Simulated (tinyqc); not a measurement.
Strain, valley repopulation and piezoresistance in a many-valley conduction band: one step, computed by the program tinyqc.

Valleys are ellipsoids with mass m_l along the axis a and m_t across it, parabolic, with one constant relaxation time; strain shifts the valleys and leaves the masses alone. Currents are taken along [111], along the load, and along [1-10], across the load.

Problem. Mobility tensor and resistance change. Mobility tensor mu = e tau sum_v (n_v/n) [1/m_t + (1/m_l - 1/m_t) a a^T]; unstrained mu_0 = e tau (1/m_l + 2/m_t)/3; resistivity along d from the inverse tensor, rho_d = d.mu^-1.d/(n e), mobility along d = 1/(d.mu^-1.d); gauge pi_d = (rho_d/rho_0 - 1)/X.

Inputs (values chosen for the exercise, modelled on germanium):
```
quantity,value,unit
longitudinal mass m_l,1.58,m_0
transverse mass m_t,0.0838,m_0
relaxation time tau,65,fs
temperature T,300,K
```

Valley axes: <111> (4 valleys). Load: uniaxial [111].

share of the electrons: [111] 0.0879552, [-111] 0.3040149, [1-11] 0.3040149, [11-1] 0.3040149

Constants: e = 1.602176634e-19 C; m_0 = 9.1093837015e-31 kg.

Give: mobility tensor; unstrained mobility mu_0; mobility along the first direction; mobility along the second direction; resistance change along the first direction; resistance change along the second direction.

Solution.

mobility tensor (cm^2/(V s)):
```
,x,y,z
x,933.61,93.04,93.04
y,93.04,933.61,93.04
z,93.04,93.04,933.61
```

unstrained mobility mu_0 = 933.61 cm^2/(V s)

mobility along the first direction = 1119.7 cm^2/(V s)

mobility along the second direction = 840.57 cm^2/(V s)

resistance change along the first direction = -16.619 %

resistance change along the second direction = 11.069 %

The mobility lies between e tau/m_l = 72.4 and e tau/m_t = 1360; the trace stays at 3 mu_0. Along the first direction the filled valleys present more of their light mass.
